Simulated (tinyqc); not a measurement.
Comparisons within one model: two-band k.p model of the Delta valleys near the X point under shear strain. A value that a table varies takes the place of the one given here.

Valley pair on the [001] axis, kz counted from the X point, c = hbar^2/2m0, k0 = kx0 2 pi/a. H = (c kz^2/ml + c (kx^2 + ky^2)/mt + c k0^2/ml) 1 + (2 c k0 kz/ml) sigma_z + (D exy - 2 c kx ky/Mp) sigma_x, so E = c kz^2/ml + c (kx^2 + ky^2)/mt + c k0^2/ml -/+ sqrt((2 c k0 kz/ml)^2 + (D exy - 2 c kx ky/Mp)^2). Without strain the lower band has its minima, E = 0, at kz = +/- k0. Shifts from diagonal strain are left out.

For |eta| < 1: k_min = k0 sqrt(1 - eta^2), E_min = -Delta eta^2/2, ml(eta) = ml/(1 - eta^2), 1/m[110] = 1/mt + eta/Mp, 1/m[1-10] = 1/mt - eta/Mp. For |eta| > 1 the minimum sits at X: E_min = -Delta (2 |eta| - 1)/2, ml(eta) = ml/(1 - 1/|eta|), and eta is replaced by its sign in the transverse masses. Here Delta = 2 c k0^2/ml and eta = D exy/Delta.

s11 = (C11 + C12)/((C11 - C12)(C11 + 2 C12)), s12 = -C12/((C11 - C12)(C11 + 2 C12)), s44 = 1/C44; exx = s11 sxx + s12 (syy + szz) and cyclic, exy = s44 sxy/2; tension is positive. A uniaxial stress X along the unit vector n is s_ij = X n_i n_j.

Constants: hbar^2/2m0 = 3.80998211 eV angstrom^2; kB = 8.617333262e-05 eV/K.

Parameters, chosen for this exercise (near those of Si; shifted at random, so the results belong to these values and not to a real crystal): a = 5.43 angstrom (lattice constant); ml = 0.939 m0 (longitudinal mass); mt = 0.192 m0 (transverse mass); kx0 = 0.154 2 pi/a (distance of the minimum from X); D = 14.3 eV (shear deformation potential); Mp = 0.232 m0 (coupling mass); C11 = 163 GPa; C12 = 63.9 GPa; C44 = 80.3 GPa; Xu = 9.65 eV (uniaxial potential); T = 200 K (temperature); exy = 0.0058 (shear strain).

## Sweep of the shear strain

Delta = 2 c k0^2/ml, eta = D exy/Delta.

The minimum:

| exy | eta | k_min/k0 | E_min (meV) | ml(eta) | m[110] | m[1-10] | density-of-states mass |
|---|---|---|---|---|---|---|---|
| 0.0000 | 0.000 | 1.000 | 0.0 | 0.939 | 0.1920 | 0.1920 | 0.326 |
| 0.0018 | 0.100 | 0.995 | -1.3 | 0.948 | 0.1773 | 0.2093 | 0.328 |
| 0.0045 | 0.250 | 0.968 | -8.0 | 1.001 | 0.1591 | 0.2420 | 0.338 |
| 0.0090 | 0.499 | 0.866 | -32.1 | 1.251 | 0.1358 | 0.3273 | 0.382 |
| 0.0135 | 0.749 | 0.662 | -72.3 | 2.140 | 0.1185 | 0.5053 | 0.504 |
| 0.0162 | 0.899 | 0.438 | -104.1 | 4.896 | 0.1101 | 0.7500 | 0.739 |
| 0.0216 | 1.199 | 0.000 | -180.0 | 5.665 | 0.1051 | 1.1136 | 0.872 |
| 0.0288 | 1.598 | 0.000 | -283.0 | 2.509 | 0.1051 | 1.1136 | 0.665 |

The valleys reach X at eta = 1, that is exy = 0.0180. The shift is quadratic up to eta = 1 (-8.0 meV at eta = 0.25, -32.1 meV at 0.50) and linear beyond, while 1/m[110] rises linearly, taking m[110] from 0.192 to its floor 0.1051, a gain of 83 % in 1/m. ml(eta) diverges at eta = 1; the largest value listed is 5.67. A deformation-potential model with fixed masses misses all of this.

## Tension along [110]: repopulation and mass change

The z valleys move against the x and y valleys by Xu (ezz - exx) and, through the shear, by E_min. Share of the z valleys n = w/(w + 2 exp(dE/kT)), dE the total relative shift, w = sqrt(ml(eta) m[110] m[1-10]/(ml mt^2)). Along [110]: 1/m_c = n/m[110] + (1 - n)(1/ml + 1/mt)/2. Fixed masses means E_min = 0, w = 1, m[110] = mt. Gains are against 3/(1/ml + 2/mt) at a fixed scattering time.

Results:

| X (GPa) | Xu (ezz - exx) (meV) | E_min (meV) | m[110] | m_c fixed masses | m_c with shear | gain fixed (%) | gain with shear (%) |
|---|---|---|---|---|---|---|---|
| 0.00 | 0.0 | 0.0 | 0.1920 | 0.2613 | 0.2613 | 0.0 | 0.0 |
| 0.25 | -12.2 | -0.2 | 0.1854 | 0.2393 | 0.2336 | 9.2 | 11.9 |
| 0.50 | -24.3 | -1.0 | 0.1792 | 0.2208 | 0.2078 | 18.4 | 25.8 |
| 1.00 | -48.7 | -3.8 | 0.1680 | 0.2005 | 0.1750 | 30.3 | 49.3 |
| 1.50 | -73.0 | -8.7 | 0.1581 | 0.1942 | 0.1594 | 34.6 | 63.9 |
| 2.00 | -97.4 | -15.4 | 0.1493 | 0.1925 | 0.1495 | 35.7 | 74.8 |
| 3.00 | -146.1 | -34.6 | 0.1344 | 0.1920 | 0.1344 | 36.1 | 94.5 |

At 1 GPa repopulation alone gives 30.3 % and the shear terms raise it to 49.3 %. From 2 to 3 GPa the fixed-mass gain grows by 0.4 points, towards its ceiling of 36.1 % when all electrons sit in the z valleys, whereas the gain with shear grows by 19.7 points because m[110] keeps falling.

## What each parameter does

Delta = 2 c k0^2/ml, eta = D exy/Delta. Each row changes one parameter from the base and keeps the others.

Results:

| case | eta | E_min (meV) | ml(eta) (m0) | m[110] (m0) | m[1-10] (m0) |
|---|---|---|---|---|---|
| base | 0.3219 | -13.35 | 1.0475 | 0.1516 | 0.2617 |
| ml = 1.00473 m0 | 0.3444 | -14.28 | 1.1399 | 0.1494 | 0.2685 |
| mt = 0.17856 m0 | 0.3219 | -13.35 | 1.0475 | 0.1431 | 0.2374 |
| kx0 = 0.16478 2 pi/a | 0.2811 | -11.66 | 1.0196 | 0.1558 | 0.2502 |
| D = 15.301 eV | 0.3444 | -15.28 | 1.0654 | 0.1494 | 0.2685 |
| Mp = 0.24824 m0 | 0.3219 | -13.35 | 1.0475 | 0.1537 | 0.2556 |
| exy = 0.00621 | 0.3446 | -15.30 | 1.0655 | 0.1494 | 0.2686 |

The largest shifts from the base row, up to three for each result and ties (the steps differ in size, so this ranks the rows, not the parameters). eta: kx0 -0.0407, exy +0.0228, ml +0.0225, D +0.0225; unchanged at the printed digits by mt and Mp. E_min (meV): exy -1.95, D -1.93, kx0 +1.69; unchanged at the printed digits by mt and Mp. ml(eta) (m0): ml +0.0924, kx0 -0.0279, exy +0.0180; unchanged at the printed digits by mt and Mp. m[110] (m0): mt -0.0085, kx0 +0.0041, exy -0.0022, ml -0.0022, D -0.0022. m[1-10] (m0): mt -0.0244, kx0 -0.0115, exy +0.0069.

Computed by tinyqc, a small Python program: `OMP_NUM_THREADS=1 python tinyqc.py 1050408 1050409 out.jsonl` (the numbers bound the seed that draws the inputs); one thread of a shared host (Intel(R) Xeon(R) Processor @ 2.30GHz), about 0.01 s for the whole set of steps.
